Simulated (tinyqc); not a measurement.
Worked calculation: smearing for a one-band metal on the square lattice. Values are carried at full precision from step to step, so a last printed digit may differ when a step is redone from the rounded ones.

Lattice vectors (units of a): a1 = (1, 0), a2 = (0, 1). E(k) = -t A_1(k) - t2 A_2(k), A_m the sum of cos(k . R) over the 4 nearest and 4 second lattice vectors. Mesh k = sum (j_i/N) b_i, j_i = 0 .. N-1.

Inputs chosen for the exercise: t = 0.42 eV (nearest hopping); t2 = 0.02 eV (second hopping); N = 6 (unshifted mesh); ne = 1.32 (electrons per cell); sigma = 0.084 eV (width).

## Levels on the mesh

Evaluate the band and collect equal energies with their counts.

Distinct levels:
```
E_k (eV)  points
-1.7600        1
-1.3000        4
-0.8600        4
-0.3800        4
0.0200         8
0.0800         2
0.4600         4
0.8200         4
1.2200         4
1.6000         1
```

10 distinct levels; the mean spacing is 0.373 eV.

## Fermi level with Fermi-Dirac smearing

With x = (E_k - mu)/sigma: Fermi-Dirac f = 1/(1 + exp(x)), s = -f ln f - (1 - f) ln(1 - f). With weights w = points/N^d (d the dimension), mu solves 2 sum w f = ne; E = 2 sum w f E_k, S = 2 sum w s, F = E - sigma S.

Weights w = points/total. Bisection from the lowest and highest level; ten steps are shown.

Bisection:
```
step  low (eV)  high (eV)  mu (eV)  electrons
1      -1.7600     1.6000  -0.0800     0.8345
2      -0.0800     1.6000   0.7600     1.5678
3      -0.0800     0.7600   0.3400     1.3070
4       0.3400     0.7600   0.5500     1.4507
5       0.3400     0.5500   0.4450     1.3773
6       0.3400     0.4450   0.3925     1.3400
7       0.3400     0.3925   0.3663     1.3229
8       0.3400     0.3663   0.3531     1.3148
9       0.3531     0.3663   0.3597     1.3188
10      0.3597     0.3663   0.3630     1.3209
```

## Occupations and energies

Converge mu, then list x, f and s of each level and form the sums.

mu = 0.3616 eV

x, f and s of each level:
```
E_k (eV)       x       f       s
-1.7600   -25.26  1.0000  0.0000
-1.3000   -19.78  1.0000  0.0000
-0.8600   -14.54  1.0000  0.0000
-0.3800    -8.83  0.9999  0.0014
0.0200     -4.07  0.9831  0.0855
0.0800     -3.35  0.9662  0.1478
0.4600      1.17  0.2365  0.5470
0.8200      5.46  0.0042  0.0274
1.2200     10.22  0.0000  0.0004
1.6000     14.74  0.0000  0.0000
```

E = -0.6199 eV
S = 0.1825
F = -0.6353 eV
(E + F)/2 = -0.6276 eV

Levels with f between 0.001 and 0.999: 4. (E + F)/2 removes the term in sigma^2 for this scheme. That argument needs a smooth density of states, and the number of distinct levels within 2 sigma of mu is only 1, so it may fail on this mesh.

## Checks

- The slope dF/d sigma by finite differences against -S: both -0.18250.
- The slope dF/d ne by finite differences against mu (eV): both 0.36155.

Computed by tinyqc, a small Python program: `OMP_NUM_THREADS=1 python tinyqc.py 1652138 1652139 out.jsonl` (the numbers bound the seed that draws the inputs); one thread of a shared host (Intel(R) Xeon(R) Processor @ 2.30GHz), about 0.09 s for the whole set of steps.
